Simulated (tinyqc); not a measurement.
Non-radiative capture by multiphonon emission, one effective mode: one step, computed by the program tinyqc. Command: `OMP_NUM_THREADS=1 python tinyqc.py 3006161 3006162 out.jsonl capture walk`. One thread of a shared host (Intel(R) Xeon(R) Processor @ 2.30GHz), about 0.01 s of CPU time with the checks.

The initial state (free carrier plus empty centre) lies dE above the final state; both have the same frequency and are displaced by dQ.

Task: Scaled coefficient, cross-section and lifetime. Sommerfeld factor of an attractive centre: s(k) = 2 pi nu/(1 - exp(-2 pi nu)), nu = sqrt(Ry*/E), Ry* = Ry m/eps^2, averaged over (2/sqrt(pi)) sqrt(x) exp(-x) dx with x = E/k_B T = t^2 (trapezoid, t to 6 in steps of 0.01). C = s C_0; v = sqrt(3 k_B T/m); sigma = C/v; tau = 1/(C N_t).

Inputs (values chosen for the exercise, with mass, screening and phonons like those of silicon):
```
quantity                 value   unit
carrier mass m            0.84    m_0
dielectric constant eps   12.1      -
temperature T              400      K
defect density N_t       2e+15  cm^-3
```

Centre: attractive.

C_0 = 2.924995e-10 cm^3/s

Constants: Ry = 13.605693123 eV; k_B = 8.617333262e-05 eV/K; k_B = 1.380649e-23 J/K; m_0 = 9.1093837015e-31 kg.

Give: Sommerfeld factor s; capture coefficient C; thermal velocity v; cross-section sigma; capture time.

Result:

Sommerfeld factor s = 10.68

capture coefficient C = 3.123e-09 cm^3/s

thermal velocity v = 1.471e+07 cm/s

cross-section sigma = 2.122e-16 cm^2

capture time = 1.601e-07 s

Caution: the effective Bohr radius is under 10 angstrom, so the effective-mass Sommerfeld factor is rough.
